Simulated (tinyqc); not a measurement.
Inside a calculation. Method: RHF in the sto-3g basis, for H6, spin multiplicity 1. One step of it, computed by the program tinyqc.

Task: Iteration 11 (converged): orbitals. Diagonalise F' = X^T F X, C = X C', fill 3 alpha and 3 beta electrons from the bottom; D = 2 C_occ C_occ^T. Each column has its largest component positive (the first on a tie).

converged F (hartree), lower triangle:
```
           1H 1s      2H 1s      3H 1s      4H 1s      5H 1s      6H 1s
1H 1s  -0.349493
2H 1s  -0.584749  -0.406912
3H 1s  -0.159353  -0.333886  -0.414160
4H 1s  -0.032527  -0.159554  -0.595671  -0.413990
5H 1s  -0.001548  -0.021362  -0.159292  -0.333408  -0.406725
6H 1s  -0.003647  -0.001551  -0.032466  -0.159092  -0.584721  -0.349480
```

X:
```
               1          2          3          4          5         6
1H 1s   0.539541  -0.805909   0.668432  -0.423131  -0.373061  0.199833
2H 1s  -0.850458   0.940944  -0.469846  -0.234831  -0.383092  0.272769
3H 1s   1.167340  -0.277437  -0.650511   0.431556  -0.106596  0.343841
4H 1s  -1.166371  -0.278822   0.650673   0.431861   0.106718  0.343696
5H 1s   0.848340   0.942240   0.469688  -0.234557   0.383654  0.272343
6H 1s  -0.538241  -0.807015  -0.668118  -0.422680   0.373596  0.199503
```

Give: F' = X^T F X; orbital energies; coefficients C; D after iteration 11.

Result:

F' = X^T F X (hartree), lower triangle:
```
         1       2       3        4        5        6
1   1.1772
2   0.0001  0.7505
3   0.0146  0.0000  0.4144
4  -0.0001  0.0590  0.0000  -0.4428
5  -0.0367  0.0000  0.0053   0.0000  -0.5881
6   0.0000  0.0075  0.0000  -0.0090   0.0000  -0.6955
```

orbital energies (hartree): MO1 -0.6959, MO2 -0.5889, MO3 -0.4453, MO4 0.4142, MO5 0.7534, MO6 1.1782

coefficients C:
```
          MO1      MO2      MO3      MO4      MO5      MO6
1H 1s  0.1895  -0.3655  -0.3902   0.6559  -0.8249   0.5596
2H 1s  0.2577  -0.3980  -0.2907  -0.4561   0.9297  -0.8509
3H 1s  0.3615  -0.0785   0.4316  -0.6730  -0.2544   1.1567
4H 1s  0.3612   0.0789   0.4318   0.6732  -0.2553  -1.1559
5H 1s  0.2571   0.3987  -0.2904   0.4559   0.9307   0.8492
6H 1s  0.1890   0.3661  -0.3898  -0.6556  -0.8258  -0.5585
```

D after iteration 11, lower triangle:
```
         1H 1s    2H 1s    3H 1s    4H 1s   5H 1s   6H 1s
1H 1s   0.6435
2H 1s   0.6155   0.6187
3H 1s  -0.1425  -0.0022   0.6462
4H 1s  -0.2577  -0.1276   0.6215   0.6463
5H 1s   0.0327  -0.0160  -0.1274  -0.0022  0.6187
6H 1s   0.1083   0.0327  -0.2573  -0.1423  0.6155  0.6434
```
